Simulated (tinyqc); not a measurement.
Against the doping: grain-boundary trapping model (Seto) of a polycrystalline semiconductor film. Computed by tinyqc, a small Python program. Command: `OMP_NUM_THREADS=1 python tinyqc.py 3000160 3000161 out.jsonl poly walk`. One thread of a shared host (Intel(R) Xeon(R) Processor @ 2.30GHz), about 0.01 s of CPU time with the checks.

Grains of equal size L are joined by thin boundaries with one trap level. Trapped carriers deplete a width W on each side and raise a barrier, crossed by thermionic emission. Dopants are fully ionised, statistics are non-degenerate and mu_g does not depend on T.

Inputs (values chosen for the exercise, modelled on polycrystalline silicon):

| quantity | value | unit |
|---|---|---|
| permittivity eps | 11.7 | - |
| effective mass m | 0.3 | m_0 |
| effective density of states at 300 K, N_c | 2.8e+19 | 1/cm^3 |
| grain size L | 18 | nm |
| trap density Q_t | 1.7e+12 | 1/cm^2 |
| trap level E_t below the band edge | 0.52 | eV |
| temperature T | 250 | K |

Grain interior: neglected.

Constants: e = 1.602176634e-19 C; eps_0 = 8.8541878128e-12 F/m; k_B = 8.617333262e-05 eV/K; m_0 = 9.1093837015e-31 kg; k_B = 1.380649e-23 J/K.

Method:
- If all traps fill, the grain is just depleted at N* = Q_t/L, with the barrier e Q_t L/(8 eps eps_0).
- N_c(T) = N_c (T/300 K)^(3/2). Filled traps Q = Q_t/(1 + (1/2) exp((E_t* - E_F)/k_B T)), where E_t* = e V_B - E_t and E_F are counted from the band edge at the grain centre. Partial depletion: Q = 2 N W, V_B = e N W^2/(2 eps eps_0), E_F = k_B T ln(N/N_c); solve for W. If that W would exceed L/2 the grain is fully depleted: W = L/2, Q = N L, and E_F follows from the trap equation. Centre density n_0 = N_c exp(E_F/k_B T).
- Boundary: sigma_b = L e^2 n_0 exp(-e V_B/k_B T)/sqrt(2 pi m k_B T); rho = 1/sigma_b. Mean carrier density n_av = n_0 [(1 - 2W/L) + (2W/L) (sqrt(pi)/2) erf(y)/y], y = sqrt(e V_B/k_B T); effective mobility 1/(e n_av rho).

N* = 9.44444e+17 1/cm^3

The same film:

| N (1/cm^3) | W (nm) | V_B (V) | mean density (1/cm^3) | mobility (cm^2/(V s)) | rho (ohm cm) |
|---|---|---|---|---|---|
| 2.80e+16 | 9.0000 | 0.001754 | 1.1308e+07 | 354.71 | 1.5561e+09 |
| 9.40e+16 | 9.0000 | 0.005888 | 4.6628e+07 | 311.19 | 4.3014e+08 |
| 2.40e+17 | 9.0000 | 0.015033 | 1.9408e+08 | 230.45 | 1.3955e+08 |
| 4.70e+17 | 9.0000 | 0.029439 | 9.3069e+08 | 139.73 | 4.7994e+07 |
| 7.60e+17 | 9.0000 | 0.047604 | 7.5664e+09 | 71.49 | 1.1538e+07 |
| 1.10e+18 | 7.7273 | 0.050791 | 6.8437e+17 | 56.99 | 1.6004e-01 |
| 1.90e+18 | 4.4737 | 0.029406 | 1.6014e+18 | 113.51 | 3.4336e-02 |
| 3.80e+18 | 2.2368 | 0.014703 | 3.6228e+18 | 198.57 | 8.6761e-03 |
| 9.40e+18 | 0.9043 | 0.005944 | 9.3199e+18 | 286.73 | 2.3356e-03 |
| 3.80e+19 | 0.2237 | 0.001470 | 3.7979e+19 | 350.09 | 4.6943e-04 |

What follows from these numbers?

The barrier peaks among these rows at N = 1.1e18 (0.051 V) and the mobility has its minimum at 1.1e18; N* is 9.4e17. While the grain is fully depleted (W = L/2) V_B grows as N; once all traps are filled it falls as 1/N (last exponent -1.00). Partly depleted rows (W < L/2) with e V_B below 2 k_B T stretch the depletion approximation. Where the barrier is low the mobility is too high, because scattering inside the grains is left out. Where N approaches N_c the non-degenerate statistics fail. rho drops most steeply, as N^-48.9, between 7.6e17 and 1.1e18.

Extremes, crossings and ranges named in words are read from the listed rows.
